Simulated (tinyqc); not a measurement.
Worked calculation: Rayleigh-quotient iteration on a symmetric matrix. Computed by tinyqc, a small Python program that keeps every step. Settings: method = rayleigh, shift = -0.16. Command: `OMP_NUM_THREADS=1 python tinyqc.py 26447 26448 out.jsonl` (the two numbers bound the seeds that draw the settings). One thread of a shared host (Intel(R) Xeon(R) Processor @ 2.60GHz), about 0.01 s of CPU time with the checks.

## Step 1

A, lower triangle:
```
         1       2       3
1   0.8700
2  -0.3810  0.9330
3   0.0880  0.8270  1.2070
```

vector v at the start: 0.5774  0.5774  0.5774

shift = -0.1600

solve (A - shift) w = v; v' = w/|w| with its largest component positive (the first on a tie); lambda = v'^T A v'; the next shift is lambda.

vector after step 1: 0.6525  0.7288  -0.2077

Rayleigh quotient after step 1 = 0.2814

## Step 2

As before.

vector after step 2: 0.3098  0.7193  -0.6218

Rayleigh quotient after step 2 = 0.0894

## Step 3

As before.

vector after step 3: 0.4097  0.7212  -0.5585

Rayleigh quotient after step 3 = 0.0762

## Course of the iteration

Stop when the residual |A v - lambda v| is below 1e-9.

Steps:

| step | lambda | residual |
|---|---|---|
| 1 | 0.281412 | 4.79e-01 |
| 2 | 0.089417 | 1.16e-01 |
| 3 | 0.076172 | 1.57e-03 |
| 4 | 0.076169 | 4.38e-09 |
| 5 | 0.076169 | 1.96e-16 |

all eigenvalues, for comparison: 0.0762  0.9934  1.9404

Converged in 5 steps.
